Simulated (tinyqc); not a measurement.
Film thickness from the threshold shift.

Problem. Undoped body with a flat potential across it, hard walls, transport along x. One isotropic valley (g = 1, mx = my = mz = me). Non-parabolicity enters the subband edges through E (1 + al E) = gamma, so E = 2 gamma/(1 + sqrt(1 + 4 al gamma)); motion within a subband is taken as parabolic with the band-edge mass. Energies are counted from the bulk band edge. gamma = C (pi k/(t + dl))^2/mz, C = hbar^2/(2 m0). Each subband has N_k = g sqrt(mx my) m0 kB T/(pi hbar^2); without degeneracy n = exp(EF/Vt) sum N_k exp(-E_k/Vt). Classical value Nc times t, Nc = sum over valleys of 2 g (m m0 kB T/(2 pi hbar^2))^1.5 with m = (mx my mz)^(1/3). Threshold shift dVT = Vt ln(classical value/sum N_k exp(-E_k/Vt)). Find t and the lowest subband edge.

Inputs (values chosen for the exercise); masses close to those of InAs:
```
symbol,value,unit,meaning
T,300,K,temperature
me,0.0233,m0,mass at the band edge
al,2.6,1/eV,non-parabolicity
dl,0.2,nm,widening of the box by penetration into the insulator
```

Constants: q = 1.602176634e-19 C, kB = 1.380649e-23 J/K, hbar = 1.054571817e-34 J s, m0 = 9.1093837015e-31 kg, Vt = kB T/q, hbar^2/(2 m0) = 0.0380998212 eV nm^2. Results are converted to the units shown.

dVT = 153.17452 mV

Answer. dVT is evaluated for trial values of t with all subbands; between 1.5 and 25 nm one value matches.

t = 7.40 nm
E_1 = 188 meV

Computed by the program tinyqc: `OMP_NUM_THREADS=1 python tinyqc.py 2350031 2350032 out.jsonl`, one thread of a shared Intel Xeon 2.30GHz, about 0.03 s for the whole run.
